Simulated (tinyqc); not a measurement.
Inside a calculation. Model: capacitance measurement on a leaky thin oxide: effects of series resistance and leakage.

Computed by the program tinyqc: `OMP_NUM_THREADS=1 python tinyqc.py 2022078 2022079 out.jsonl`, one thread of a shared Intel Xeon 2.30GHz, about 0.01 s for the whole run. Printed values are rounded.

The device is a capacitance C in parallel with a leakage conductance G, in series with Rs and Ls. An impedance meter reports either a parallel pair (Cp, Gp) from Y = 1/Z = Gp + i w Cp or a series pair (Cs, Rm) from Z = Rm + 1/(i w Cs); w = 2 pi f, dissipation D = Gp/(w |Cp|).

Inputs (values chosen for the exercise); values of the order met in thin-oxide MOS capacitors: relative permittivity of the gate insulator (close to silicon dioxide) eox = 3.9; insulator thickness tox = 3.6 nm; gate area A = 100 um^2; oxide-equivalent thickness added by the accumulation layer zc = 0.36 nm; oxide-equivalent thickness added by gate depletion zp = 0 nm; gate leakage current density, not matched to the thickness Jg = 0.00045 A/cm^2; voltage for an e-fold rise of the leakage Vs = 0.17 V; series resistance Rs = 20 ohm; series inductance Ls = 33 nH; measuring frequency f = 10000 Hz.

Constants: eps0 = 8.8541878128e-14 F/cm where lengths are in cm. Results are converted to the units shown.

## True capacitance and conductance

EOT = 3.9 tox/eox; CET = EOT + zc + zp; C = 3.9 eps0 A/CET; G = Jg A/Vs.

EOT = 3.6 nm
CET = 3.96 nm
C = 0.872003 pF
G = 0.00264706 uS

## What the meter reports

Z = Rs + i w Ls + 1/(G + i w C).

Z = (0.08798-1.82091i) x 1e7 ohm
Cp = 0.872003 pF
Gp = 0.00264712 uS
Cs = 0.874039 pF
D = 0.0483143

Cp is within 0.01 % of C and Cs is 0.23 % above it; G Rs = 5.29e-8, w C Rs = 1.10e-6 and G/(w C) = 0.0483.
